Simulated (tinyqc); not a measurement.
# Self-heating of a transistor with one or more fingers, with temperature-dependent conductivity, step by step

A worked calculation. Computed by tinyqc, a small Python program that keeps every step. Command: `OMP_NUM_THREADS=1 python tinyqc.py 3012157 3012158 out.jsonl selfheat walk`. One thread of a shared host (Intel(R) Xeon(R) Processor @ 2.30GHz), about 0.06 s of CPU time with the checks. Intermediate numbers are printed to about 6 digits and carried at full precision; extremes and crossings named in words are read from the listed rows.

N long parallel fingers lie on the top face of a slab whose bottom is held at T_0; the top is otherwise insulated, and heat flows in two dimensions. P in W/mm is 1000 P in W/m.

Inputs (values chosen for the exercise, modelled on silicon):

| quantity | value | unit |
|---|---|---|
| conductivity at the base temperature kappa_0 | 128 | W/(m K) |
| exponent m in kappa ~ T^-m | 1.34 | - |
| base temperature T_0 | 323 | K |
| power per gate width P | 0.87 | W/mm |
| fingers N | 6 | - |
| finger pitch s | 18 | micrometre |
| width of the heat source w | 0.42 | micrometre |
| substrate thickness t | 330 | micrometre |
| phonon free path Lambda | 170 | nm |
| heat capacity C | 1.61 | 1e6 J/(m^3 K) |
| pulse length | 1.3 | microsecond |
| power coefficient beta | 7.2 | 1e-3/K |

Power: power rises with temperature.

## Geometry factors

A line source of power P on the top face raises the top at distance x by (P/(pi kappa_0)) g(x), g(x) = -ln tanh(pi x/(4 t)) (the image sum for the slab). On a strip of width w the centre sees the mean of g over the strip, g_0 = 1 + ln(8 t/(pi w)) for w much below t.

own factor g_0 = 8.60130

g(j s), j = 1..7: 3.15090  2.45958  2.05716  1.77371  1.55598  1.38022  1.23374

## Linear temperature rise of each finger

theta_i = (P/(pi kappa_0)) [g_0 + sum over j != i of g(|i - j| s)], with equal powers and constant conductivity; thermal resistance = largest theta/P.

theta of each finger (K): 42.4019  45.8525  47.3364  47.3364  45.8525  42.4019

largest theta = 47.3364 K

thermal resistance = 54.4096 K mm/W

The neighbours supply 61 % of the rise of the hottest finger, which runs 4.9 K above the outer ones.

## Correction for the falling conductivity

Kirchhoff transformation for kappa = kappa_0 (T/T_0)^-m: T = T_0 [1 - (m - 1) theta/T_0]^(-1/(m - 1)), where theta is the linear rise. The bracket vanishes at the power P T_0/((m - 1) theta).

peak temperature = 375.396 K

true rise = 52.3961 K

true rise / linear rise = 1.10689

power at which the formula diverges = 17.4601 W/mm

The falling conductivity adds 10.7 % to the rise.

## Extra rise from ballistic phonons

Near a source smaller than the free path, Fourier's law overstates the flow. Rough estimate: a strip that emits phonons into a half space adds a resistance times area of 4 Lambda/(3 kappa_0), from the ballistic flux C v Delta T/4 with kappa_0 = C v Lambda/3, so Delta T_b = 4 Lambda P/(3 kappa_0 w); Knudsen number Lambda/w.

Knudsen number = 0.404762

ballistic rise Delta T_b = 3.66815 K

Delta T_b / largest theta = 0.0774912

By this estimate the ballistic term is at most a fifth of the Fourier rise.

## Electrothermal feedback

The power follows P [1 + beta (T - T_0)] with T the peak temperature, for all fingers alike. Start at T_0 and repeat; stop when T changes by less than 1e-6 K, after 50 steps, or when the bracket falls below 0.05.

Iterations:

| step | power (W/mm) | T (K) | change (K) |
|---|---|---|---|
| 1 | 0.87000 | 375.396 | 5.23961e+01 |
| 2 | 1.19821 | 398.119 | 2.27231e+01 |
| 3 | 1.34055 | 408.548 | 1.04284e+01 |
| 4 | 1.40587 | 413.456 | 4.90857e+00 |
| 5 | 1.43662 | 415.794 | 2.33780e+00 |
| 6 | 1.45126 | 416.914 | 1.11965e+00 |
| 7 | 1.45828 | 417.451 | 5.37671e-01 |
| 8 | 1.46164 | 417.710 | 2.58527e-01 |
| 9 | 1.46326 | 417.834 | 1.24383e-01 |
| ... | ... | ... | ... |
| 18 | 1.46476 | 417.949 | 1.72605e-04 |
| 19 | 1.46476 | 417.950 | 8.30912e-05 |
| 20 | 1.46476 | 417.950 | 3.99997e-05 |
| 21 | 1.46476 | 417.950 | 1.92557e-05 |
| 22 | 1.46476 | 417.950 | 9.26962e-06 |
| 23 | 1.46476 | 417.950 | 4.46236e-06 |
| 24 | 1.46476 | 417.950 | 2.14816e-06 |
| 25 | 1.46476 | 417.950 | 1.03412e-06 |
| 26 | 1.46476 | 417.950 | 4.97819e-07 |

converged (1 yes, 0 no) = 1

peak temperature with feedback = 417.950 K

Converged in 26 steps; feedback adds 42.6 K.

## Rise at the end of a pulse

After switching on, theta(tau) = (P D/kappa_0) int_0^tau X(u) Z(u) du at the hottest finger, D = kappa_0/C; X = sum over fingers at distance x of [erf((x + w/2)/r) - erf((x - w/2)/r)]/(2 w), Z = sum_(j=-200..200) (-1)^j exp(-(2 j t/r)^2)/sqrt(pi D u), r = 2 sqrt(D u); trapezoid rule on 300 points evenly spaced in ln u from u_0 = 1e-3 min(tau, w^2/D) to tau, plus the exact piece 2 sqrt(u_0/(pi D))/w below u_0. Conductivity and power are held at their base values here, and Fourier's law is used even where the diffusion length is near a phonon free path.

diffusivity D = 79.5031 micrometre^2/microsecond

diffusion length sqrt(D tau) = 10.1663 micrometre

linear rise after the pulse = 12.149 K

share of the steady rise = 0.2567

## Rise against time

The formulas are those given above.

Heating curve:

| time (microsecond) | sqrt(D time) (micrometre) | rise (K) | share of the steady rise |
|---|---|---|---|
| 0.0014 | 0.333623 | 4.0754 | 0.0861 |
| 0.014 | 1.05501 | 6.5346 | 0.138 |
| 0.14 | 3.33623 | 9.0224 | 0.1906 |
| 1.4 | 10.5501 | 12.312 | 0.2601 |
| 14 | 33.3623 | 21.028 | 0.4442 |
| 68 | 73.5269 | 30.238 | 0.6388 |
| 270 | 146.512 | 38.95 | 0.8228 |
| 820 | 255.328 | 45.117 | 0.9531 |
| 2100 | 408.603 | 47.181 | 0.9967 |

Half the steady rise is reached between 14 and 68 microseconds, and the last row holds 99.7 % of it; the slowest time constant is 4 t^2/(pi^2 D) = 555 microseconds. While the diffusion length lies between w and the pitch or thickness, the rise grows as the logarithm of time; once it nears the pitch of 18 micrometre the neighbours add their heat.

Checks made by the program: g(s) against the alternating image sum (relative difference 4e-07); Kirchhoff integral of kappa/kappa_0 from T_0 to T (relative difference below 1e-10); long-time limit against the steady rise (relative difference 2e-05).
